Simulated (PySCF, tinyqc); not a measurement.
Inside a calculation. Method: MP2 on RHF in the 6-31g basis, for H4, spin multiplicity 1. The lowest restricted solution is unstable here: a spin-polarised one lies 0.0747 hartree lower (PySCF). One step of it, computed by the program tinyqc.

Task: Second-order Moller-Plesset energy. E2 = sum_ijab (ia|jb) [2 (ia|jb) - (ib|ja)] / (e_i + e_j - e_a - e_b) over occupied i, j and virtual a, b; the opposite-spin part is (ia|jb)^2 / denominator, the rest is same-spin, and SCS-MP2 scales them by 6/5 and 1/3.

orbital energies (hartree): MO1 -0.796318, MO2 -0.314597, MO3 0.019272, MO4 0.341838, MO5 0.799940, MO6 0.931686, MO7 0.967605, MO8 1.320018

Two-electron integrals over orbitals (pq|rs), unique and non-zero (hartree):
```
(11|11) 0.545278    (21|21) 0.114141    (22|11) 0.463305    (22|22) 0.430635
(31|31) 0.101011    (32|32) 0.041802    (33|11) 0.440625    (33|22) 0.387290
(33|33) 0.402575    (41|32) 0.035282    (41|41) 0.029846    (42|31) 0.070603
(42|42) 0.064146    (43|21) 0.073131    (43|43) 0.065271    (44|11) 0.354634
(44|22) 0.341420    (44|33) 0.334806    (44|44) 0.315102    (51|11) 0.100790
(51|22) 0.067774    (51|33) 0.057202    (51|44) 0.028430    (51|51) 0.052646
(52|21) 0.015589    (52|43) -0.002403   (52|52) 0.029861    (53|31) 0.003232
(53|42) -0.006839   (53|53) 0.028286    (54|32) -0.003915   (54|41) -0.004103
(54|54) 0.017027    (55|11) 0.421109    (55|22) 0.377542    (55|33) 0.364491
(55|44) 0.313099    (55|51) 0.054966    (55|55) 0.359844    (61|21) -0.061812
(61|43) -0.029211   (61|52) -0.033509   (61|61) 0.057550    (62|11) -0.125254
(62|22) -0.083798   (62|33) -0.078570   (62|44) -0.037106   (62|51) -0.056569
(62|55) -0.071895   (62|62) 0.071210    (63|32) -0.017236   (63|41) -0.013624
(63|54) -0.014650   (63|63) 0.023887    (64|31) -0.010480   (64|42) 0.004633
(64|53) -0.021255   (64|64) 0.023415    (65|21) -0.093430   (65|43) -0.063762
(65|52) -0.010518   (65|61) 0.050484    (65|65) 0.087917    (66|11) 0.452630
(66|22) 0.409314    (66|33) 0.376457    (66|44) 0.326602    (66|51) 0.077111
(66|55) 0.373237    (66|62) -0.088753   (66|66) 0.408315    (71|31) -0.064529
(71|42) -0.037592   (71|53) -0.028406   (71|64) 0.025472    (71|71) 0.067708
(72|32) -0.025239   (72|41) -0.020366   (72|54) -0.014730   (72|63) 0.027368
(72|72) 0.034162    (73|11) -0.123733   (73|22) -0.089005   (73|33) -0.071546
(73|44) -0.037830   (73|51) -0.054563   (73|55) -0.070739   (73|62) 0.059941
(73|66) -0.094451   (73|73) 0.067868    (74|21) -0.020115   (74|43) 0.000413
(74|52) -0.022035   (74|61) 0.027622    (74|65) 0.013066    (74|74) 0.023136
(75|31) -0.087598   (75|42) -0.063541   (75|53) -0.003997   (75|64) 0.008610
(75|71) 0.060135    (75|75) 0.087757    (76|32) 0.045233    (76|41) 0.037336
(76|54) 0.005029    (76|63) -0.029669   (76|72) -0.039674   (76|76) 0.064191
(77|11) 0.474550    (77|22) 0.409858    (77|33) 0.406005    (77|44) 0.333482
(77|51) 0.086712    (77|55) 0.385871    (77|62) -0.107110   (77|66) 0.411570
(77|73) -0.099227   (77|77) 0.441741    (81|32) -0.043012   (81|41) -0.035198
(81|54) -0.013976   (81|63) 0.036417    (81|72) 0.046000    (81|76) -0.061090
(81|81) 0.066228    (82|31) -0.066841   (82|42) -0.043093   (82|53) -0.023553
(82|64) 0.025857    (82|71) 0.064044    (82|75) 0.062301    (82|82) 0.067326
(83|21) -0.063678   (83|43) -0.034724   (83|52) -0.027202   (83|61) 0.051888
(83|65) 0.051975    (83|74) 0.027828    (83|83) 0.053826    (84|11) -0.106921
(84|22) -0.080480   (84|33) -0.071100   (84|44) -0.037526   (84|51) -0.041444
(84|55) -0.064855   (84|62) 0.052165    (84|66) -0.079441   (84|73) 0.051382
(84|77) -0.088750   (84|84) 0.046742    (85|32) -0.040976   (85|41) -0.033790
(85|54) -0.005326   (85|63) 0.027606    (85|72) 0.036873    (85|76) -0.059416
(85|81) 0.056266    (85|85) 0.055276    (86|31) 0.097645    (86|42) 0.071560
(86|53) 0.018479    (86|64) -0.017990   (86|71) -0.080017   (86|75) -0.097400
(86|82) -0.081773   (86|86) 0.119461    (87|21) 0.112586    (87|43) 0.074197
(87|52) 0.030987    (87|61) -0.077195   (87|65) -0.102096   (87|74) -0.027804
(87|83) -0.077093   (87|87) 0.136185    (88|11) 0.516797    (88|22) 0.451016
(88|33) 0.427726    (88|44) 0.352611    (88|51) 0.107731    (88|55) 0.411102
(88|62) -0.129953   (88|66) 0.452984    (88|73) -0.127449   (88|77) 0.476115
(88|84) -0.110565   (88|88) 0.531324
```

Hartree-Fock energy = -1.92262404 hartree

Give: Terms; Pair energies; MP2 correlation energy; SCS-MP2 correlation energy; MP2 total energy.

Result:

Terms:
```
i  j  a  b  (ia|jb)  (ib|ja)  denominator       term
1  1  3  3   0.1010   0.1010      -1.6312    -0.0063
1  2  3  4   0.0706   0.0353      -1.4720    -0.0051
2  1  4  3   0.0706   0.0353      -1.4720    -0.0051
2  2  4  4   0.0641   0.0641      -1.3129    -0.0031
2  2  3  3   0.0418   0.0418      -0.6677    -0.0026
2  1  8  3  -0.0668  -0.0430      -2.4502    -0.0025
1  2  3  8  -0.0668  -0.0430      -2.4502    -0.0025
2  2  6  6   0.0712   0.0712      -2.4926    -0.0020
1  1  7  3  -0.0645  -0.0645      -2.5795    -0.0016
1  1  3  7  -0.0645  -0.0645      -2.5795    -0.0016
1  2  5  6  -0.0566  -0.0335      -2.8425    -0.0016
2  1  6  5  -0.0566  -0.0335      -2.8425    -0.0016
1  2  7  8   0.0640   0.0460      -3.3985    -0.0015
2  1  8  7   0.0640   0.0460      -3.3985    -0.0015
2  2  8  8   0.0673   0.0673      -3.2692    -0.0014
1  1  7  7   0.0677   0.0677      -3.5278    -0.0013
1  1  8  8   0.0662   0.0662      -4.2327    -0.0010
1  1  6  6   0.0575   0.0575      -3.4560    -0.0010
1  1  5  5   0.0526   0.0526      -3.1925    -0.0009
1  2  7  4  -0.0376  -0.0204      -2.4204    -0.0009
2  1  4  7  -0.0376  -0.0204      -2.4204    -0.0009
2  2  8  4  -0.0431  -0.0431      -2.2910    -0.0008
2  2  4  8  -0.0431  -0.0431      -2.2910    -0.0008
2  2  7  7   0.0342   0.0342      -2.5644  -4.55e-04
2  2  5  5   0.0299   0.0299      -2.2291  -4.00e-04
2  2  3  7  -0.0252  -0.0252      -1.6161  -3.94e-04
2  2  7  3  -0.0252  -0.0252      -1.6161  -3.94e-04
1  1  4  4   0.0298   0.0298      -2.2763  -3.91e-04
1  1  8  4  -0.0352  -0.0352      -3.2545  -3.81e-04
1  1  4  8  -0.0352  -0.0352      -3.2545  -3.81e-04
2  1  7  8   0.0460   0.0640      -3.3985  -3.78e-04
1  2  8  7   0.0460   0.0640      -3.3985  -3.78e-04
1  2  8  3  -0.0430  -0.0668      -2.4502  -3.37e-04
2  1  3  8  -0.0430  -0.0668      -2.4502  -3.37e-04
2  1  5  6  -0.0335  -0.0566      -2.8425  -1.23e-04
1  2  6  5  -0.0335  -0.0566      -2.8425  -1.23e-04
2  1  7  4  -0.0204  -0.0376      -2.4204  -2.64e-05
1  2  4  7  -0.0204  -0.0376      -2.4204  -2.64e-05
2  1  3  4   0.0353   0.0706      -1.4720   9.04e-07
1  2  4  3   0.0353   0.0706      -1.4720   9.04e-07
```

Pair energies (hartree; pair i-j sums ij and ji):
```
pair  opposite spin  same spin
1-1         -0.0148          0
2-1         -0.0218    -0.0030
2-2         -0.0124          0
```

MP2 correlation energy = -0.052036 hartree

SCS-MP2 correlation energy = -0.059870 hartree

MP2 total energy = -1.974660 hartree
